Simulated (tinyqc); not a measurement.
From results back to parameters: band-to-band tunnelling across a p-n junction in a two-band chain. Four cases, with inputs chosen for the exercise.

Problem. In a uniform field T = exp(-B/F), B = (pi/4) sqrt(m/c) Eg^(3/2), c = hbar^2/2m0, 1 V/angstrom = 100 MV/cm. m is the band-edge mass, the same for both bands (twice the reduced mass). The ratio below comes from a hidden m.

Constants: hbar^2/2m0 = 3.80998211 eV angstrom^2.

Case 1.

Values chosen (out of a larger set: gap and mass near those of Ge (direct gap); not measured data): Eg = 0.787 eV (gap); F1 = 0.85 MV/cm (first field); F2 = 2.57 MV/cm (second field).

ln(T2/T1) = 4.467834

Case 2.

Values chosen (out of a larger set: gap and mass near those of InSb; not measured data): Eg = 0.176 eV (gap); F1 = 1.31 MV/cm (first field); F2 = 3.07 MV/cm (second field).

ln(T2/T1) = 0.152181

Case 3.

Values chosen (out of a larger set: gap and mass near those of GaAs; not measured data): Eg = 1.482 eV (gap); F1 = 1.4 MV/cm (first field); F2 = 3.29 MV/cm (second field).

ln(T2/T1) = 8.393611

Case 4.

Values chosen (out of a larger set: gap and mass near those of Ge (direct gap); not measured data): Eg = 0.781 eV (gap); F1 = 1.46 MV/cm (first field); F2 = 2.93 MV/cm (second field).

ln(T2/T1) = 1.913440

Find: B; m.

Solution. B is the logarithm over 1/F1 - 1/F2, and m = c (4B/pi)^2/Eg^3 with B in V/angstrom.

Case 1.

B = 5.674 MV/cm
m = 0.0408 m0

Case 2.

B = 0.348 MV/cm
m = 0.0137 m0

Case 3.

B = 20.456 MV/cm
m = 0.0794 m0

Case 4.

B = 5.568 MV/cm
m = 0.0402 m0

Computed by tinyqc, one run a case: `OMP_NUM_THREADS=1 python tinyqc.py N N+1 out.jsonl` with N = 1450989, 1451042, 1451097, 1451156; one thread of a shared Intel(R) Xeon(R) Processor @ 2.30GHz, about 0.01 s a run at most.
